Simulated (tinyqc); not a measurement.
Inputs raised by 10 %, one at a time: formation energy of a charged point defect from supercell energies. Computed by tinyqc, a small Python program. Command: `OMP_NUM_THREADS=1 python tinyqc.py 3025677 3025678 out.jsonl formation sens`. One thread of a shared host (Intel(R) Xeon(R) Processor @ 2.30GHz), about 0.01 s of CPU time with the checks.

The host is a compound AB. Making the defect adds n_A = -1, n_B = 0, n_X = 1 atoms to the cell. All total energies are inputs. E_F is counted from the valence-band maximum (VBM); x = 0 is A-rich and x = 1 B-rich growth.

Inputs (values chosen for the exercise, for a model compound AB):

| quantity | value | unit |
|---|---|---|
| gap E_g | 1.41 | eV |
| E_VBM of the host cell | 2.641 | eV |
| potential alignment dV | 0.089 | eV |
| dielectric constant eps | 9.58 | - |
| cell length L | 20 | angstrom |
| mu_A of the pure element | -2.204 | eV |
| formation enthalpy dH of AB | -1.08 | eV |
| growth condition x | 0.073 | - |
| Fermi level E_F | 0.803 | eV |
| temperature T | 1000 | K |
| site density N_s | 3.1e+22 | cm^-3 |
| mu_X of the pure element | -2.673 | eV |
| formation enthalpy of XB | -1.1 | eV |

Defect: impurity X on an A site. Supercell lattice: bcc.

charge states q: 2  1  0

E(defect, q) - E(host), in the order of q (eV): -3.785  -0.482  2.891

Constants: e^2/(4 pi eps_0) = 14.39964548 eV angstrom; k_B = 8.617333262e-05 eV/K.

Method:
- dmu_A = x dH and dmu_B = (1 - x) dH, so that dmu_A + dmu_B = dH; mu = mu(element) + dmu. The impurity is held at its solubility limit: dmu_X = min(0, dH(XB) - dmu_B).
- The reservoir term is sum n_i mu_i.
- Image-charge correction of a point charge in a neutralising background: E_corr = q^2 alpha e^2/(4 pi eps_0) / (2 eps L), alpha = 2.888462 for a bcc array with L the cube root of the volume.
- E_f(q, E_F) = [E(defect, q) - E(host)] - sum n_i mu_i + q (E_VBM + dV + E_F) + E_corr(q).
- eps(q/q-1) = E_f(q - 1, 0) - E_f(q, 0).
- E_f(q, E_F) = E_f(q, 0) + q E_F.
- c_q = N_s exp(-E_f(q, E_F)/k_B T), with all degeneracy factors one and no vibrational entropy.

Runs:

| input moved | from | to | level (+2/+1) (eV) | level (+1/0) (eV) | lowest formation energy (eV) | total concentration (cm^-3) |
|---|---|---|---|---|---|---|
| base run | - | - | 0.24738 | 0.53446 | 3.380000 | 2.9907e+05 |
| dielectric constant eps | 9.58 | 10.538 | 0.27698 | 0.54433 | 3.380000 | 3.0062e+05 |
| cell length L (angstrom) | 20 | 22 | 0.27698 | 0.54433 | 3.380000 | 3.0062e+05 |
| growth condition x | 0.073 | 0.0803 | 0.24738 | 0.53446 | 3.380000 | 2.9907e+05 |
| Fermi level E_F (eV) | 0.803 | 0.8833 | 0.24738 | 0.53446 | 3.380000 | 2.9136e+05 |
| temperature T (K) | 1000 | 1100 | 0.24738 | 0.53446 | 3.380000 | 1.0725e+07 |
| formation enthalpy dH of AB (eV) | -1.08 | -1.188 | 0.24738 | 0.53446 | 3.273276 | 1.0319e+06 |
| formation enthalpy of XB (eV) | -1.1 | -1.21 | 0.24738 | 0.53446 | 3.490000 | 8.3445e+04 |

Exponents ln(y'/y) / ln(x'/x):

| input | level (+2/+1) | level (+1/0) | lowest formation energy | total concentration |
|---|---|---|---|---|
| dielectric constant eps | 1.186 | 0.192 | 0.000 | 0.054 |
| cell length L | 1.186 | 0.192 | 0.000 | 0.054 |
| growth condition x | 0.000 | 0.000 | 0.000 | 0.000 |
| Fermi level E_F | 0.000 | 0.000 | 0.000 | -0.274 |
| temperature T | 0.000 | 0.000 | 0.000 | 37.558 |
| formation enthalpy dH of AB | 0.000 | 0.000 | -0.337 | 12.994 |
| formation enthalpy of XB | 0.000 | 0.000 | 0.336 | -13.393 |

To which inputs is each result most sensitive?

Among the inputs moved here: level (+2/+1) answers most in size to dielectric constant eps (exponent +1.186), and about equally to cell length L (+1.186); its exponent is below 0.0005 for growth condition x, Fermi level E_F, temperature T, formation enthalpy dH of AB, formation enthalpy of XB. level (+1/0) answers most in size to dielectric constant eps (exponent +0.192), and about equally to cell length L (+0.192); its exponent is below 0.0005 for growth condition x, Fermi level E_F, temperature T, formation enthalpy dH of AB, formation enthalpy of XB. lowest formation energy answers most in size to formation enthalpy dH of AB (exponent -0.337), and about equally to formation enthalpy of XB (+0.336); its exponent is below 0.0005 for dielectric constant eps, cell length L, growth condition x, Fermi level E_F, temperature T. total concentration answers most in size to temperature T (exponent +37.558), next to formation enthalpy of XB (-13.393); its exponent is below 0.0005 for growth condition x.

Caution (all rows): the largest image-charge correction in these energies, q^2 alpha e^2/(8 pi eps_0 eps L) with alpha = 2.888462, exceeds a quarter of the gap; the point-charge term alone is then a rough estimate, usually too large for a charge that is spread out.

Extremes, crossings and ranges named in words are read from the listed rows.
